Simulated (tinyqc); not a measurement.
Worked calculation: plane-wave Kohn-Sham cycle with exchange-only LDA in a layered model solid. One step of it, computed by the program tinyqc.

Task: Iteration 2: potential. V_H(G) = 4 pi rho(G)/G^2 for G != 0 (uniform background); v_x = -(3 rho/pi)^(1/3); V = V_ext + V_H + v_x; Fourier components f(G_m) = (1/N) sum_j f(x_j) exp(-i G_m x_j).

A solid whose potential varies along x alone (atomic units):
```
parameter                      value
period a                    8.900000
cross-section of the cell  18.000000
electrons per cell                 4
grid points                       16
plane waves -n..n, n               3
k points                           2
V1 in V1 cos(2 pi x/a)     -0.710000
V2 in V2 cos(4 pi x/a)      0.020000
```

density after iteration 1 (e/bohr^3): 0.03511550  0.03726180  0.03835991  0.03260770  0.02355619  0.01700915  0.01402051  0.01299651  0.01276159  0.01299651  0.01402051  0.01700915  0.02355619  0.03260770  0.03835991  0.03726180

Give: Potentials on the grid; V(G_m), m = 0, 1, 2, ....

Result:

Potentials on the grid (hartree):
```
x         V_ext      V_H      v_x        V
0.0000  -0.6900   0.3492  -0.3225  -0.6633
0.5563  -0.6418   0.3287  -0.3289  -0.6421
1.1125  -0.5020   0.2607  -0.3321  -0.5735
1.6687  -0.2858   0.1430  -0.3146  -0.4574
2.2250  -0.0200  -0.0032  -0.2823  -0.3055
2.7812   0.2576  -0.1449  -0.2533  -0.1406
3.3375   0.5020  -0.2568  -0.2375   0.0078
3.8937   0.6701  -0.3268  -0.2315   0.1118
4.4500   0.7300  -0.3504  -0.2301   0.1494
5.0062   0.6701  -0.3268  -0.2315   0.1118
5.5625   0.5020  -0.2568  -0.2375   0.0078
6.1188   0.2576  -0.1449  -0.2533  -0.1406
6.6750  -0.0200  -0.0032  -0.2823  -0.3055
7.2313  -0.2858   0.1430  -0.3146  -0.4574
7.7875  -0.5020   0.2607  -0.3321  -0.5735
8.3438  -0.6418   0.3287  -0.3289  -0.6421
```

V(G_m), m = 0, 1, 2, ... (hartree): -0.2821  -0.2044  0.0121  0.0011  0.0004  0.0001  0.0001
